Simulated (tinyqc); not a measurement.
Inside a calculation. Model: resistive crossbar, vector-matrix product with wire resistance.

Computed by the program tinyqc: `OMP_NUM_THREADS=1 python tinyqc.py 2880059 2880060 out.jsonl`, one thread of a shared Intel Xeon 2.30GHz, about 0.01 s for the whole run. Printed values are rounded.

3 rows and 2 columns. Cell (i, j) joins row node wij to column node bij. Each row is driven at its left end through one wire segment rw; neighbouring nodes along a row or a column are joined by rw; each column ends below the last row in one more rw and a virtual ground, where its current is read. Ideal output: I_j = sum_i V_i G_ij.

Inputs (values chosen for the exercise): wire resistance between neighbouring cells rw = 50 ohm; input voltages of the rows V = [0.21, 0.09, 0.38] V.

## The nodal equations

cell conductances G (uS):
```
,column 1,column 2
row 1,70,120
row 2,50,160
row 3,140,170
```

Kirchhoff current law at every node, A x = b: A holds the sum of the conductances at a node on the diagonal and minus the conductance between two nodes off it (wire conductance 1/rw); b = V_i/rw at the first node of row i.

A (uS):
```
        w11     w12     w21     w22     w31     w32     b11     b12
w11   40070  -20000       0       0       0       0     -70       0
w12  -20000   20120       0       0       0       0       0    -120
w21       0       0   40050  -20000       0       0       0       0
w22       0       0  -20000   20160       0       0       0       0
w31       0       0       0       0   40140  -20000       0       0
w32       0       0       0       0  -20000   20170       0       0
b11     -70       0       0       0       0       0   20070       0
b12       0    -120       0       0       0       0       0   20120
b21       0       0     -50       0       0       0  -20000       0
b22       0       0       0    -160       0       0       0  -20000
b31       0       0       0       0    -140       0       0       0
b32       0       0       0       0       0    -170       0       0

        b21     b22     b31     b32
w11       0       0       0       0
w12       0       0       0       0
w21     -50       0       0       0
w22       0    -160       0       0
w31       0       0    -140       0
w32       0       0       0    -170
b11  -20000       0       0       0
b12       0  -20000       0       0
b21   40050       0  -20000       0
b22       0   40160       0  -20000
b31  -20000       0   40140       0
b32       0  -20000       0   40170
```

b (uA): w11 4200, w12 0, w21 1800, w22 0, w31 7600, w32 0, b11 0, b12 0, b21 0, b22 0, b31 0, b32 0

## Node voltages and column currents

Solve A x = b; I_j = b3j/rw.

row nodes (mV): w11 208.096, w12 206.903, w21 89.1349, w22 88.4815, w31 374.292, w32 371.179
column nodes (mV): b11 5.14983, b12 7.99992, b21 4.43952, b22 6.80650, b31 3.51747, b32 4.95968
column currents (uA): column 1 70.3494, column 2 99.1936

## Error against the ideal product

Ideal I_j = sum_i V_i G_ij; error = I/ideal - 1.

ideal currents (uA): column 1 72.4, column 2 104.2
error (%): column 1 -2.832, column 2 -4.805

The largest error is in column 2. All currents fall short, since the wires take part of the voltage.
